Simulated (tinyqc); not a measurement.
## Gap voltage and exponent from three temperatures

Problem. At constant current VBE(T) = Vg0 - a T - eta (kB T/q) ln T, where a is a constant. Find Vg0, eta and dVBE/dT at the middle temperature.

Constants: q = 1.602176634e-19 C, kB = 1.380649e-23 J/K. Results are converted to the units shown.

T (K): 233  300  390
VBE at a constant current (V): 0.8228230671  0.7015856500  0.5325273021

Solution. The relation is linear in Vg0, a and eta, so three points give a linear system; the slope is (VBE - Vg0 - eta kB T/q)/T. eta rests on the curvature of VBE(T) alone, so real fits need accuracy of some tens of microvolts or better.

Vg0 = 1.174 V
eta = 3.100
dVBE/dT = -1.842 mV/K

Computed by the program tinyqc: `OMP_NUM_THREADS=1 python tinyqc.py 2062056 2062057 out.jsonl`, one thread of a shared Intel Xeon 2.30GHz, about 0.03 s for the whole run.
